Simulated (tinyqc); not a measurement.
Transparency density and B against temperature: optical gain and spontaneous emission in a bulk direct-gap semiconductor.

Parabolic bands, vertical transitions, no excitons. For each hole band j: mr = me mj/(me + mj); joint density of states J_j(E) = (mr/c)^(3/2) sqrt(E - Eg)/(2 pi^2), both spins, c = hbar^2/2m0; averaged matrix element |e.p|^2 = m0 Ep/6; alpha_j(E) = 4 pi^2 alpha_f c Ep J_j/(3 nr E) in 1/angstrom (alpha_f the fine-structure constant, listed as alpha among the constants), times 1e8 for 1/cm.

F_j(eta) = (1/Gamma(j + 1)) integral_0^infinity x^j dx/(1 + exp(x - eta)), which tends to exp(eta) for eta << 0.

Quasi-Fermi levels: n = Nc F_1/2(Fc/kT) and p = Nv F_1/2(Fv/kT), Fc counted up from the conduction edge and Fv down from the valence edge; Nc, Nv from N = 2 (m kB T/(4 pi c))^(3/2) with c = hbar^2/2m0, in 1/angstrom^3; times 1e24 for 1/cm^3, with me and (mhh^(3/2) + mlh^(3/2))^(2/3).

For band j the electron sits at Ee = (E - Eg) mr/me above its edge and the hole at Eh = (E - Eg) mr/mj; fe = 1/(1 + exp((Ee - Fc)/kT)), fh = 1/(1 + exp((Eh - Fv)/kT)); gain g = sum_j alpha_j (fe + fh - 1).

Spontaneous rate: R = integral of (nr E/(hbar c))^2/(pi^2 hbar) sum_j alpha_j fe fh dE, with alpha in 1/cm and (nr E/(hbar c))^2 in 1/cm^2 (1e16 per 1/angstrom^2); B = R/(n p); lifetime n/R.

Constants: hbar^2/2m0 = 3.80998211 eV angstrom^2; fine-structure constant alpha = 0.007297352564; kB = 8.617333262e-05 eV/K; hbar = 6.58211957e-16 eV s; hbar c = 1973.269805 eV angstrom.

Values chosen for the exercise (near those of GaAs; not measured data): Eg = 1.459 eV (direct gap); me = 0.0654 m0 (electron mass); mhh = 0.518 m0 (heavy-hole mass); mlh = 0.0803 m0 (light-hole mass); Ep = 25.5 eV (Kane energy); nr = 3.62 (refractive index).

Eg is held fixed; B is taken at n = 1e15 1/cm^3.

Results:

| T (K) | transparency density (1/cm^3) | Fc/kT there | B (cm^3/s) |
|---|---|---|---|
| 100 | 2.35e+17 | 2.054 | 1.28e-09 |
| 150 | 4.31e+17 | 2.054 | 7.00e-10 |
| 200 | 6.63e+17 | 2.054 | 4.57e-10 |
| 250 | 9.27e+17 | 2.054 | 3.28e-10 |
| 300 | 1.22e+18 | 2.054 | 2.51e-10 |
| 350 | 1.54e+18 | 2.054 | 2.00e-10 |
| 400 | 1.88e+18 | 2.054 | 1.64e-10 |
| 500 | 2.62e+18 | 2.054 | 1.19e-10 |

What does the comparison show, and why?

Fc/kT at transparency stays at 2.054, since it depends on Nv/Nc alone, so the density goes as T^1.50. B goes as T^-1.48, against T^-1.5 for non-degenerate carriers: hot carriers spread over k and fewer pairs share a wave vector.

Run: tinyqc, `OMP_NUM_THREADS=1 python tinyqc.py 1680911 1680912 out.jsonl`; Intel(R) Xeon(R) Processor @ 2.30GHz, one thread, shared host; about 0.08 s of CPU time with all checks.
